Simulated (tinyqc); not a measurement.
Towards the loss of the bound state: donor level screened by free carriers (Yukawa potential).

Potential -(q/(eps r)) exp(-ks r), q = e^2/(4 pi eps0). In units Ry* = Ry m/eps^2 and a* = a0 eps/m the problem is [-Laplacian - 2 exp(-x r)/r] psi = E psi with x = ks a*.

Converged values use 18 functions exp(-z r), z = 1.55^i, i = -11 to 6: S = 2/A^3, H = z_i z_j S - 2/(A + x)^2, A = z_i + z_j.

Inputs chosen for the exercise (out of a larger set: near those of a donor in 4H SiC, with one mean mass; not measured data): xs = (0.03, 0.15, 0.32, 0.52, 0.77, 0.86, 1.06) (values of x).

First order (-1 + 2x), one-parameter (minimum of z^2 - 8 z^3/(2z + x)^2) and converged 1s energies in Ry*, and the mean radius in a*; a dash marks an unbound result.

Results:
```
x     first order  trial function  converged   <r>
0.03      -0.9400         -0.9413    -0.9413  1.50
0.15      -0.7000         -0.7309    -0.7309  1.53
0.32      -0.3600         -0.4893    -0.4901  1.62
0.52            -         -0.2745    -0.2782  1.83
0.77            -         -0.0930    -0.1042  2.43
0.86            -         -0.0484    -0.0634  2.86
1.06            -               -    -0.0096  6.00
```

What does the comparison show, and why?

First order loses the state at x = 0.5, the trial function reaches zero energy at x = 1.00, and the exact limit is 1.19. The radius starts at 1.5 a*, grows slowly at first (1.62 at x = 0.32), then steadily, and swells towards the end (6.0 at 1.06), where a single exponential fails: the binding vanishes as the square of the distance from 1.19.

tinyqc: `OMP_NUM_THREADS=1 python tinyqc.py 1252237 1252238 out.jsonl`; about 0.02 s, one thread, shared Intel(R) Xeon(R) Processor @ 2.30GHz.
